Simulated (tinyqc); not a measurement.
## FinFET, parasitic resistance, capacitance and delay: effect of the contacted gate pitch

Nf fins under one contact; each has gated perimeter p = 2 Hf + Wf and cross-section A = Hf Wf; contact width Wc = Nf pf, stack height Hs = Hf. Contact length Lc = CPP - Lg - 2 Lsp, shared by two neighbouring gates. Source and drain sides are equal. The formulas are first-order estimates, not field solutions.

Epitaxy sheet resistance Rsh = re/te, transfer length LT = sqrt(rc/Rsh), contact Rc = [sqrt(rc Rsh)/Wc] coth(Lc/(2 LT)); extension of one fin Rx = rx Lsp/A. With N fins: gate Cg = Cinv p N Lg; per side, plate Cp = ks eps0 [Wc (Hs + Hc) - N A]/Lsp, top fringe Cf = (2/pi) ks eps0 Wc ln(1 + Lg/(2 Lsp)), overlap Co = Cinv p N Lov. One fin: I = p Q vx u/(1 + |u|^1.8)^(1/1.8), Q = Cinv n Vt ln(1 + exp((Vg' - VT + dl Vd')/(n Vt))), u = Vd' mu/(vx Lg), Vg' = Vgs - v, Vd' = Vds - 2 v, with the drop on each side v = Rc (sum of I) + Rx I. Ieff = [I(Vgs = Vdd, Vds = Vdd/2) + I(Vdd/2, Vdd)]/2, total currents. With Cs = Cp + Cf + Co, the load of an inverter of two such devices driving an equal one is CL = 2 (Cg + 2 Cs) + 4 Cs + Cw (own drains counted twice for the Miller effect); delay CL Vdd/(2 Ieff).

Parameters, values chosen for the exercise; values close to those of silicon logic devices:
```
symbol,value,unit,meaning
T,300,K,temperature
Nf,3,,number of fins
Hf,60,nm,fin height
Wf,6,nm,fin width
pf,34,nm,fin pitch
Lg,18,nm,gate length
Lsp,7,nm,spacer length
ks,3.3,,relative permittivity of the spacer
Hc,30,nm,gate height above the channel stack
rc,2.5e-9,ohm cm^2,contact resistivity
re,0.00035,ohm cm,resistivity of the source-drain epitaxy
te,30,nm,current-carrying depth of the epitaxy
rx,0.00052,ohm cm,resistivity of the extension
Lov,2,nm,gate overlap
Cinv,2.3,uF/cm^2,inversion capacitance
vx,1.2e7,cm/s,injection velocity
mu,240,cm^2/(V s),apparent mobility
VT,0.3,V,threshold at zero drain voltage
dl,0.064,V/V,barrier lowering
n,1.14,,subthreshold factor
Cw,0.15,fF,wire load
Vdd,0.7,V,supply voltage
```

Constants: q = 1.602176634e-19 C, kB = 1.380649e-23 J/K, eps0 = 8.8541878128e-12 F/m, Vt = kB T/q. Results are converted to the units shown.

The same in every row: Rx/N (ohm) = 33.70; CL (aF) = 885.1.

Effect of the contacted gate pitch:
```
CPP (nm),Rc (ohm),Ieff (uA),delay (ps)
36,1226,81.41,3.805
42,492.1,144.5,2.143
48,309.4,174.6,1.774
54,227.0,191.1,1.622
60,180.4,201.3,1.539
66,150.6,208.2,1.488
72,130.1,213.1,1.454
78,115.2,216.8,1.429
```

As CPP goes from 36 to 78 nm, Ieff rises from 81.4 to 217 uA, CL stays at 885 aF and the delay falls from 3.81 to 1.43 ps. Only the contact length changes, so the capacitance stays and the pitch acts through Rc. At CPP = 36 nm the contact is under 8 nm long, below what liners and fill allow.

Program tinyqc, `OMP_NUM_THREADS=1 python tinyqc.py 2170094 2170095 out.jsonl`; Intel Xeon 2.30GHz, shared host, one thread, about 0.03 s.
